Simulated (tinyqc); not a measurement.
Global model of a low-pressure process discharge: electron temperature, density, ion flux and ion energy: one step, computed by the program tinyqc.

Maxwellian electrons with temperature T_e in eV, one positive ion, no negative ions, uniform bulk density n; rate constants have the Arrhenius form.

Task: Geometry factors. n_g = p/(k_B T_g); lambda_i = 1/(n_g sigma); h_L = 0.86/sqrt(3 + L/(2 lambda_i)), h_R = 0.8/sqrt(4 + R/lambda_i); A_eff = 2 pi R^2 h_L + 2 pi R L h_R; d_eff = pi R^2 L/A_eff.

Inputs (values chosen for the exercise, of the order of those of an inductive discharge in a simple atomic gas):
```
quantity                     value  unit
ion-neutral cross section  1.1e-18   m^2
pressure p                     1.7    Pa
gas temperature T_g            500     K
radius R                        17    cm
height L                       5.9    cm
```

Constants: k_B = 1.380649e-23 J/K.

Give: gas density n_g; ion mean free path; h_L; h_R; A_eff; d_eff.

Result:

gas density n_g = 2.463e+20 1/m^3

ion mean free path = 0.3692 cm

h_L = 0.2594

h_R = 0.1131

A_eff = 542.3 cm^2

d_eff = 9.878 cm
